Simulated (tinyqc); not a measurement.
Worked calculation: minority-electron transport through the base of a bipolar transistor (Moll-Ross and Kroemer integrals). Computed by tinyqc, a small Python program that keeps every step. Command: `OMP_NUM_THREADS=1 python tinyqc.py 3026588 3026589 out.jsonl base walk`. One thread of a shared host (Intel(R) Xeon(R) Processor @ 2.30GHz), about 0.01 s of CPU time with the checks. Intermediate numbers are printed to about 5 digits and carried at full precision; extremes and crossings named in words are read from the listed rows.

Low injection, one dimension, x from the emitter edge (0) to the collector edge (W), s = x/W. Recombination is treated as a small correction (valid for tau_B well below tau_n), computed from the stored charge.

Inputs (values chosen for the exercise, modelled on SiGe):
```
quantity                                     value        unit
intrinsic density n_i at the emitter edge  8.1e+10      1/cm^3
base doping at the emitter edge N_0        2.5e+18      1/cm^3
base width W                                   130          nm
mu_min                                         190  cm^2/(V s)
mu_max                                        1050  cm^2/(V s)
N_ref                                      1.5e+17      1/cm^3
saturation velocity v_s                       0.72    1e7 cm/s
electron lifetime tau_n                         56          ns
emitter Gummel number G_E                  2.1e+14      s/cm^4
base-emitter voltage V_BE                      0.6           V
temperature T                                  300           K
gap narrowing across the base dE_g             160         meV
```

Base doping profile: uniform. Gap grading: linear. Exit of the base: saturation velocity.

Constants: k_B = 8.617333262e-05 eV/K; e = 1.602176634e-19 C.

## Profile and built-in field

N(x) = N_0; n_i(x)^2 = n_i^2 exp(s dE_g/k_B T); D(x) = (k_B T/e) mu, mu = mu_min + (mu_max - mu_min)/(1 + (N/N_ref)^0.7). Field that drives electrons towards the collector, averaged over the base: (k_B T/e) ln[N_0 n_i(W)^2/(N(W) n_i^2)]/W.

Across the base:
```
s    N (1/cm^3)  n_i(x)^2/n_i^2  D (cm^2/s)  y (s/cm^5)
0.0    2.50e+18      1.0000e+00      7.6344  3.2747e+17
0.2    2.50e+18      3.4481e+00      7.6344  9.4971e+16
0.4    2.50e+18      1.1889e+01      7.6344  2.7543e+16
0.6    2.50e+18      4.0995e+01      7.6344  7.9880e+15
0.8    2.50e+18      1.4135e+02      7.6344  2.3167e+15
1.0    2.50e+18      4.8740e+02      7.6344  6.7187e+14
```

drift factor eta (potential drop in k_B T/e) = 6.1891

mean built-in field = 12.308 kV/cm

## Collector current and transit time

With y(x) = N n_i^2/(D n_i(x)^2): base Gummel number G_B = int_0^W y dx + N(W) n_i^2/(v_s n_i(W)^2); J_C = e n_i^2 exp(e V_BE/k_B T)/G_B; n(x) = (J_C/e)(n_i(x)^2/(N n_i^2)) [int_x^W y dx + the same exit term]; transit time tau_B = (e/J_C) int n dx; trapezoid rule on 401 even points.

base Gummel number G_B = 6.8715e+11 s/cm^4

collector current density J_C = 18.373 A/cm^2

base transit time tau_B = 3.2912 ps

share of the exit term in G_B = 0.10368 %

mean velocity W/tau_B = 0.39499 1e7 cm/s

Plain diffusion with the D of the emitter edge would take W^2/(2D) = 11.1 ps, 3.36 times the result.

## Gain and speed

Emitter-limited gain beta_E = G_E/G_B; recombination-limited gain beta_R = tau_n/tau_B; 1/beta = 1/beta_E + 1/beta_R; f_T from the base alone = 1/(2 pi tau_B).

beta_E = 305.61

beta_R = 17015

current gain beta = 300.22

f_T from the base alone = 48.358 GHz

The gain is limited mainly by hole injection into the emitter (98 % of the base current).

## What grading buys

The formulas are those given above.

The same base with other gradings:
```
dE_g (meV)  dE_g/k_B T  G_B (s/cm^4)  J_C gain  tau_B (ps)  speed gain
0                0.000    4.6043e+12     1.000      12.874      1.0000
25               0.967    2.8604e+12     1.610       9.377      1.3729
50               1.934    1.9331e+12     2.382       7.182      1.7926
75               2.901    1.4058e+12     3.275       5.733      2.2456
100              3.868    1.0848e+12     4.244       4.731      2.7210
150              5.802    7.3254e+11     6.285       3.470      3.7101
200              7.736    5.5020e+11     8.368       2.725      4.7243
300             11.605    3.6687e+11    12.550       1.899      6.7796
```

At 100 meV J_C rises by a factor 4.24 and the transit is 2.72 times faster; at 300 meV the factors are 12.55 and 6.78. For a uniform base without exit term both tend to be linear in dE_g/k_B T, J_C as x/(1 - exp(-x)) and the speed as x/2.

Checks made by the program: transit time against W^2/(D eta) [1 - (1 - exp(-eta))/eta] plus the exit term (relative difference 2e-05).
